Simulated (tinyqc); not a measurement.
Coupled-perturbed Hartree-Fock on RHF in the sto-3g basis, for B+, spin multiplicity 1, step by step. Computed by tinyqc, a small Python program that keeps every step (integrals from PySCF). Settings: charge = 1, multiplicity = 1, basis = sto-3g, method = RHF, energy threshold = 1e-10, iteration cap = 89, orthogonalisation = symmetric, start = core, DIIS depth = 6. Command: `OMP_NUM_THREADS=1 python tinyqc.py 25099 25100 out.jsonl` (the two numbers bound the seeds that draw the settings). One thread of a shared host (Intel(R) Xeon(R) Processor @ 2.60GHz), about 0.1 s of CPU time with the checks. The early iterations of the SCF are left out here.

## One-electron integrals

Geometry (angstrom):
```
atom         x         y         z
B     0.000000  0.000000  0.000000
```

Basis sto-3g: exponents (1/bohr^2) and contraction coefficients of normalised primitives:
```
element  l (shell)   exponent  coefficient
B            s (1)  48.791113     0.154329
B            s (1)   8.887362     0.535328
B            s (1)   2.405267     0.444635
B            s (2)   2.236956    -0.099967
B            s (2)   0.519821     0.399513
B            s (2)   0.169062     0.700115
B            p (3)   2.236956     0.155916
B            p (3)   0.519821     0.607684
B            p (3)   0.169062     0.391957
```

Overlap, kinetic and nuclear-attraction integrals over the contracted functions; the nuclear repulsion is the sum of Za Zb / Rab.

nuclear repulsion = 0 hartree

overlap S, order 1B 1s, 1B 2s, 1B 2px, 1B 2py, 1B 2pz:
$$\begin{pmatrix}
1.000000 & 0.269328 & 0.000000 & 0.000000 & 0.000000 \\
0.269328 & 1.000000 & 0.000000 & 0.000000 & 0.000000 \\
0.000000 & 0.000000 & 1.000000 & 0.000000 & 0.000000 \\
0.000000 & 0.000000 & 0.000000 & 1.000000 & 0.000000 \\
0.000000 & 0.000000 & 0.000000 & 0.000000 & 1.000000
\end{pmatrix}$$

kinetic energy T (hartree), order 1B 1s, 1B 2s, 1B 2px, 1B 2py, 1B 2pz:
$$\begin{pmatrix}
10.826302 & -0.047967 & 0.000000 & 0.000000 & 0.000000 \\
-0.047967 & 0.359168 & 0.000000 & 0.000000 & 0.000000 \\
0.000000 & 0.000000 & 1.123881 & 0.000000 & 0.000000 \\
0.000000 & 0.000000 & 0.000000 & 1.123881 & 0.000000 \\
0.000000 & 0.000000 & 0.000000 & 0.000000 & 1.123881
\end{pmatrix}$$

nuclear attraction V (hartree), order 1B 1s, 1B 2s, 1B 2px, 1B 2py, 1B 2pz:
$$\begin{pmatrix}
-23.147388 & -3.139362 & 0.000000 & 0.000000 & 0.000000 \\
-3.139362 & -3.771633 & 0.000000 & 0.000000 & 0.000000 \\
0.000000 & 0.000000 & -3.741440 & 0.000000 & 0.000000 \\
0.000000 & 0.000000 & 0.000000 & -3.741440 & 0.000000 \\
0.000000 & 0.000000 & 0.000000 & 0.000000 & -3.741440
\end{pmatrix}$$

core Hamiltonian H = T + V (hartree), order 1B 1s, 1B 2s, 1B 2px, 1B 2py, 1B 2pz:
$$\begin{pmatrix}
-12.321086 & -3.187330 & 0.000000 & 0.000000 & 0.000000 \\
-3.187330 & -3.412465 & 0.000000 & 0.000000 & 0.000000 \\
0.000000 & 0.000000 & -2.617559 & 0.000000 & 0.000000 \\
0.000000 & 0.000000 & 0.000000 & -2.617559 & 0.000000 \\
0.000000 & 0.000000 & 0.000000 & 0.000000 & -2.617559
\end{pmatrix}$$

## Two-electron integrals

Functions are numbered as in S; the eight-fold symmetry (ij|kl) = (ji|kl) = (kl|ij) leaves the list below.

Two-electron integrals (ij|kl) in chemists' order, unique and non-zero (hartree):
```
(11|11) 2.923513   (21|11) 0.518376   (21|21) 0.109262   (22|11) 0.744229
(22|21) 0.193177   (22|22) 0.544804   (31|31) 0.020264   (32|31) 0.029996
(32|32) 0.120346   (33|11) 0.742491   (33|21) 0.193240   (33|22) 0.544682
(33|33) 0.586773   (41|41) 0.020264   (42|41) 0.029996   (42|42) 0.120346
(43|43) 0.031630   (44|11) 0.742491   (44|21) 0.193240   (44|22) 0.544682
(44|33) 0.523513   (44|44) 0.586773   (51|51) 0.020264   (52|51) 0.029996
(52|52) 0.120346   (53|53) 0.031630   (54|54) 0.031630   (55|11) 0.742491
(55|21) 0.193240   (55|22) 0.544682   (55|33) 0.523513   (55|44) 0.523513
(55|55) 0.586773
```

## Orthogonalisation

S = U s U^T; symmetric (Loewdin) form X = U s^(-1/2) U^T, so that X^T S X = 1.

eigenvalues of S: [0.730672, 1.000000, 1.000000, 1.000000, 1.269328]

X, order 1B 1s, 1B 2s, 1B 2px, 1B 2py, 1B 2pz:
$$\begin{pmatrix}
1.028732 & -0.141141 & 0.000000 & 0.000000 & 0.000000 \\
-0.141141 & 1.028732 & 0.000000 & 0.000000 & 0.000000 \\
0.000000 & 0.000000 & 1.000000 & 0.000000 & 0.000000 \\
0.000000 & 0.000000 & 0.000000 & 1.000000 & 0.000000 \\
0.000000 & 0.000000 & 0.000000 & 0.000000 & 1.000000
\end{pmatrix}$$

## Starting guess

The start is the orbitals of the core Hamiltonian; D = 2 C_occ C_occ^T.

D at the start, order 1B 1s, 1B 2s, 1B 2px, 1B 2py, 1B 2pz:
$$\begin{pmatrix}
2.156421 & -0.580784 & 0.000000 & 0.000000 & 0.000000 \\
-0.580784 & 2.156421 & 0.000000 & 0.000000 & 0.000000 \\
0.000000 & 0.000000 & 0.000000 & 0.000000 & 0.000000 \\
0.000000 & 0.000000 & 0.000000 & 0.000000 & 0.000000 \\
0.000000 & 0.000000 & 0.000000 & 0.000000 & 0.000000
\end{pmatrix}$$

## Iteration 2 (converged): orbitals

converged F (hartree), order 1B 1s, 1B 2s, 1B 2px, 1B 2py, 1B 2pz:
$$\begin{pmatrix}
-7.982923 & -2.299193 & 0.000000 & 0.000000 & 0.000000 \\
-2.299193 & -1.450181 & 0.000000 & 0.000000 & 0.000000 \\
0.000000 & 0.000000 & -0.200518 & 0.000000 & 0.000000 \\
0.000000 & 0.000000 & 0.000000 & -0.200518 & 0.000000 \\
0.000000 & 0.000000 & 0.000000 & 0.000000 & -0.200518
\end{pmatrix}$$

Diagonalise F' = X^T F X, C = X C', fill 2 alpha and 2 beta electrons from the bottom; D = 2 C_occ C_occ^T. Each column has its largest component positive (the first on a tie).

F' = X^T F X (hartree):
$$\begin{pmatrix}
-7.809469 & -1.109365 & 0.000000 & 0.000000 & 0.000000 \\
-1.109365 & -1.026070 & 0.000000 & 0.000000 & 0.000000 \\
0.000000 & 0.000000 & -0.200518 & 0.000000 & 0.000000 \\
0.000000 & 0.000000 & 0.000000 & -0.200518 & 0.000000 \\
0.000000 & 0.000000 & 0.000000 & 0.000000 & -0.200518
\end{pmatrix}$$

orbital energies (hartree): MO1 -7.986287, MO2 -0.849252, MO3 -0.200518, MO4 -0.200518, MO5 -0.200518

coefficients C, order 1B 1s, 1B 2s, 1B 2px, 1B 2py, 1B 2pz:
$$\begin{pmatrix}
0.993693 & -0.301304 & 0.000000 & 0.000000 & 0.000000 \\
0.022541 & 1.038125 & 0.000000 & 0.000000 & 0.000000 \\
0.000000 & 0.000000 & 1.000000 & 0.000000 & 0.000000 \\
0.000000 & 0.000000 & 0.000000 & 1.000000 & 0.000000 \\
0.000000 & 0.000000 & 0.000000 & 0.000000 & 1.000000
\end{pmatrix}$$

D after iteration 2, order 1B 1s, 1B 2s, 1B 2px, 1B 2py, 1B 2pz:
$$\begin{pmatrix}
2.156421 & -0.580784 & 0.000000 & 0.000000 & 0.000000 \\
-0.580784 & 2.156421 & 0.000000 & 0.000000 & 0.000000 \\
0.000000 & 0.000000 & 0.000000 & 0.000000 & 0.000000 \\
0.000000 & 0.000000 & 0.000000 & 0.000000 & 0.000000 \\
0.000000 & 0.000000 & 0.000000 & 0.000000 & 0.000000
\end{pmatrix}$$

Within a degenerate level the vectors are fixed only up to a rotation; this is one choice.

## Convergence

Stop when the energy changes by less than 1e-10 hartree and every element of the error matrix X^T (F D S - S D F) X is below 3e-06.

Course of the cycle:
```
iteration   E (hartree)    change  largest element of the error matrix
1          -23.94847037         -                             1.87e-15
2          -23.94847037  1.42e-14                             0.000000
```

PySCF RHF in the same basis = -23.94847037 hartree

Converged in 2 iterations.

## Populations

Mulliken: Z minus the diagonal of D S on the atom; Loewdin: the same with S^(1/2) D S^(1/2).

Charges (e):
```
atom  Mulliken   Loewdin
1B    1.000000  1.000000
```

## Integrals over molecular orbitals

(pq|rs) = sum C_ip C_jq C_kr C_ls (ij|kl), one index at a time.

one-electron integrals over orbitals h = C^T H C (hartree):
$$\begin{pmatrix}
-12.310688 & 0.342793 & 0.000000 & 0.000000 & 0.000000 \\
0.342793 & -2.802244 & 0.000000 & 0.000000 & 0.000000 \\
0.000000 & 0.000000 & -2.617559 & 0.000000 & 0.000000 \\
0.000000 & 0.000000 & 0.000000 & -2.617559 & 0.000000 \\
0.000000 & 0.000000 & 0.000000 & 0.000000 & -2.617559
\end{pmatrix}$$

Two-electron integrals over orbitals (pq|rs), unique and non-zero (hartree):
```
(11|11) 2.897294    (21|11) -0.324303   (21|21) 0.057850    (22|11) 0.742479
(22|21) -0.018490   (22|22) 0.525885    (31|31) 0.021414    (32|31) 0.027489
(32|32) 0.112771    (33|11) 0.742089    (33|21) -0.011529   (33|22) 0.533524
(33|33) 0.586773    (41|41) 0.021414    (42|41) 0.027489    (42|42) 0.112771
(43|43) 0.031630    (44|11) 0.742089    (44|21) -0.011529   (44|22) 0.533524
(44|33) 0.523513    (44|44) 0.586773    (51|51) 0.021414    (52|51) 0.027489
(52|52) 0.112771    (53|53) 0.031630    (54|54) 0.031630    (55|11) 0.742089
(55|21) -0.011529   (55|22) 0.533524    (55|33) 0.523513    (55|44) 0.523513
(55|55) 0.586773
```

## Response to a field: uncoupled start

dipole integrals <a|z|i> (bohr), order a3, a4, a5:
$$\begin{pmatrix}
0.000000 & 0.000000 \\
0.000000 & 0.000000 \\
0.115057 & 0.970112
\end{pmatrix}$$

Field along z; U_ai = -mu_ai / (e_a - e_i), alpha = -4 sum U_ai mu_ai.

uncoupled U, order a3, a4, a5:
$$\begin{pmatrix}
0.000000 & 0.000000 \\
0.000000 & 0.000000 \\
-0.014778 & -1.495393
\end{pmatrix}$$

uncoupled polarisability = 5.809597 bohr^3

## Coupled step 1

U_ai = -(mu_ai + sum_bj [4 (ai|bj) - (ab|ij) - (aj|bi)] U_bj) / (e_a - e_i); alpha = -4 sum U_ai mu_ai.

U after step 1, order a3, a4, a5:
$$\begin{pmatrix}
0.000000 & 0.000000 \\
0.000000 & 0.000000 \\
0.001989 & -1.943228
\end{pmatrix}$$

polarisability = 7.539683 bohr^3

## Coupled step 2

As before.

U after step 2, order a3, a4, a5:
$$\begin{pmatrix}
0.000000 & 0.000000 \\
0.000000 & 0.000000 \\
0.008855 & -2.080415
\end{pmatrix}$$

polarisability = 8.068869 bohr^3

## Coupled polarisability

Repeat until U stops changing; compare with -d2E/dF2.

Course of the coupled iterations:
```
step  alpha (bohr^3)
0           5.809597
1           7.539683
2           8.068869
3           8.231880
4           8.282186
5           8.297717
6           8.302513
7           8.303994
8           8.304452
9           8.304593
10          8.304636
11          8.304650
12          8.304654
13          8.304655
14          8.304656
15          8.304656
16          8.304656
```

coupled polarisability = 8.304656 bohr^3

finite-field check, fields of +/-0.001 au = 8.304635 bohr^3
